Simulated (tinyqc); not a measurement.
Donor level screened by free carriers (Yukawa potential): one step. One-parameter trial function. Two cases, with inputs chosen for the exercise.

Question. For exp(-z r): E(z) = z^2 - 8 z^3/(2z + x)^2 in Ry*. Scan z = 0.5, 0.6, ..., 1.1, then minimise; first order gives -1 + 2x.

Potential -(q/(eps r)) exp(-ks r), q = e^2/(4 pi eps0). In units Ry* = Ry m/eps^2 and a* = a0 eps/m the problem is [-Laplacian - 2 exp(-x r)/r] psi = E psi with x = ks a*.

Give: Scan (Ry*); best z; E; binding.

Case 1.

x = 0.460227
Ry* = 8.34674 meV

Answer.

Scan (Ry*):
```
z    kinetic  potential        E
0.5   0.2500    -0.4690  -0.2190
0.6   0.3600    -0.6269  -0.2669
0.7   0.4900    -0.7930  -0.3030
0.8   0.6400    -0.9650  -0.3250
0.9   0.8100    -1.1416  -0.3316
1.0   1.0000    -1.3217  -0.3217
1.1   1.2100    -1.5046  -0.2946
```

best z = 0.891
E = -0.3317 Ry*
binding = 2.77 meV

First order in x would give -0.080 Ry*, a rigid shift by q ks/eps; it overstates the loss of binding by 0.252 Ry*.

Case 2.

x = 0.422906
Ry* = 30.51317 meV

Answer.

Scan (Ry*):
```
z    kinetic  potential        E
0.5   0.2500    -0.4939  -0.2439
0.6   0.3600    -0.6561  -0.2961
0.7   0.4900    -0.8258  -0.3358
0.8   0.6400    -1.0009  -0.3609
0.9   0.8100    -1.1803  -0.3703
1.0   1.0000    -1.3628  -0.3628
1.1   1.2100    -1.5478  -0.3378
```

best z = 0.906
E = -0.3703 Ry*
binding = 11.30 meV

First order in x would give -0.154 Ry*, a rigid shift by q ks/eps; it overstates the loss of binding by 0.216 Ry*.

Computed by tinyqc, one run a case: `OMP_NUM_THREADS=1 python tinyqc.py N N+1 out.jsonl` with N = 1250919, 1250954; one thread of a shared Intel(R) Xeon(R) Processor @ 2.30GHz, about 0.01 s a run at most.
